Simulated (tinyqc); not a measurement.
Worked calculation: empirical pseudopotential in a few plane waves. One step of it, computed by the program tinyqc.

Task: Levels at k. Diagonalise the Hermitian matrix.

H(k) at k (eV), order +0+0+0, -1-1-1, -1-1+1, -1+1-1, -1+1+1, +1-1-1, +1-1+1, +1+1-1, +1+1+1, -2+0+0, +0-2+0, +0+0-2, +0+0+2, +0+2+0, +2+0+0:
```
[[2.381781, 1.914515+1.279550i, -1.914515+1.279550i, -1.914515+1.279550i, -1.914515-1.279550i, -1.914515+1.279550i, -1.914515-1.279550i, -1.914515-1.279550i, 1.914515-1.279550i, 0.000000+1.238118i, 0.000000+1.238118i, 0.000000+1.238118i, 0.000000-1.238118i, 0.000000-1.238118i, 0.000000-1.238118i],
 [1.914515-1.279550i, 9.859367, 0.000000-1.238118i, 0.000000-1.238118i, -0.625862, 0.000000-1.238118i, -0.625862, -0.625862, 0.000000, -1.914515-1.279550i, -1.914515-1.279550i, -1.914515-1.279550i, -0.865861+0.230896i, -0.865861+0.230896i, -0.865861+0.230896i],
 [-1.914515-1.279550i, 0.000000+1.238118i, 17.676843, 0.625862, 0.000000-1.238118i, 0.625862, 0.000000-1.238118i, 0.000000, -0.625862, -1.914515+1.279550i, -1.914515+1.279550i, 0.865861+0.230896i, 1.914515-1.279550i, -0.865861-0.230896i, -0.865861-0.230896i],
 [-1.914515-1.279550i, 0.000000+1.238118i, 0.625862, 18.186678, 0.000000-1.238118i, 0.625862, 0.000000, 0.000000-1.238118i, -0.625862, -1.914515+1.279550i, 0.865861+0.230896i, -1.914515+1.279550i, -0.865861-0.230896i, 1.914515-1.279550i, -0.865861-0.230896i],
 [-1.914515+1.279550i, -0.625862, 0.000000+1.238118i, 0.000000+1.238118i, 26.004154, 0.000000, 0.625862, 0.625862, 0.000000-1.238118i, 1.914515+1.279550i, -0.865861+0.230896i, -0.865861+0.230896i, -1.914515-1.279550i, -1.914515-1.279550i, 0.865861-0.230896i],
 [-1.914515-1.279550i, 0.000000+1.238118i, 0.625862, 0.625862, 0.000000, 4.251177, 0.000000-1.238118i, 0.000000-1.238118i, -0.625862, 0.865861+0.230896i, -1.914515+1.279550i, -1.914515+1.279550i, -0.865861-0.230896i, -0.865861-0.230896i, 1.914515-1.279550i],
 [-1.914515+1.279550i, -0.625862, 0.000000+1.238118i, 0.000000, 0.625862, 0.000000+1.238118i, 12.068653, 0.625862, 0.000000-1.238118i, -0.865861+0.230896i, 1.914515+1.279550i, -0.865861+0.230896i, -1.914515-1.279550i, 0.865861-0.230896i, -1.914515-1.279550i],
 [-1.914515+1.279550i, -0.625862, 0.000000, 0.000000+1.238118i, 0.625862, 0.000000+1.238118i, 0.625862, 12.578489, 0.000000-1.238118i, -0.865861+0.230896i, -0.865861+0.230896i, 1.914515+1.279550i, 0.865861-0.230896i, -1.914515-1.279550i, -1.914515-1.279550i],
 [1.914515+1.279550i, 0.000000, -0.625862, -0.625862, 0.000000+1.238118i, -0.625862, 0.000000+1.238118i, 0.000000+1.238118i, 20.395965, -0.865861-0.230896i, -0.865861-0.230896i, -0.865861-0.230896i, -1.914515+1.279550i, -1.914515+1.279550i, -1.914515+1.279550i],
 [0.000000-1.238118i, -1.914515+1.279550i, -1.914515-1.279550i, -1.914515-1.279550i, 1.914515-1.279550i, 0.865861-0.230896i, -0.865861-0.230896i, -0.865861-0.230896i, -0.865861+0.230896i, 24.984483, 0.625862, 0.625862, -0.625862, -0.625862, 0.000000],
 [0.000000-1.238118i, -1.914515+1.279550i, -1.914515-1.279550i, 0.865861-0.230896i, -0.865861-0.230896i, -1.914515-1.279550i, 1.914515-1.279550i, -0.865861-0.230896i, -0.865861+0.230896i, 0.625862, 11.048983, 0.625862, -0.625862, 0.000000, -0.625862],
 [0.000000-1.238118i, -1.914515+1.279550i, 0.865861-0.230896i, -1.914515-1.279550i, -0.865861-0.230896i, -1.914515-1.279550i, -0.865861-0.230896i, 1.914515-1.279550i, -0.865861+0.230896i, 0.625862, 0.625862, 11.558818, 0.000000, -0.625862, -0.625862],
 [0.000000+1.238118i, -0.865861-0.230896i, 1.914515+1.279550i, -0.865861+0.230896i, -1.914515+1.279550i, -0.865861+0.230896i, -1.914515+1.279550i, 0.865861+0.230896i, -1.914515-1.279550i, -0.625862, -0.625862, 0.000000, 27.193770, 0.625862, 0.625862],
 [0.000000+1.238118i, -0.865861-0.230896i, -0.865861+0.230896i, 1.914515+1.279550i, -1.914515+1.279550i, -0.865861+0.230896i, 0.865861+0.230896i, -1.914515+1.279550i, -1.914515-1.279550i, -0.625862, 0.000000, -0.625862, 0.625862, 27.703605, 0.625862],
 [0.000000+1.238118i, -0.865861-0.230896i, -0.865861+0.230896i, -0.865861+0.230896i, 0.865861+0.230896i, 1.914515+1.279550i, -1.914515+1.279550i, -1.914515+1.279550i, -1.914515-1.279550i, 0.000000, -0.625862, -0.625862, 0.625862, 0.625862, 13.768105]]
```

Give: eigenvalues.

Result:

eigenvalues (eV): [-3.172, 3.970, 6.896, 7.084, 11.955, 13.211, 13.458, 17.018, 17.658, 18.304, 19.816, 26.051, 27.241, 28.310, 31.862]
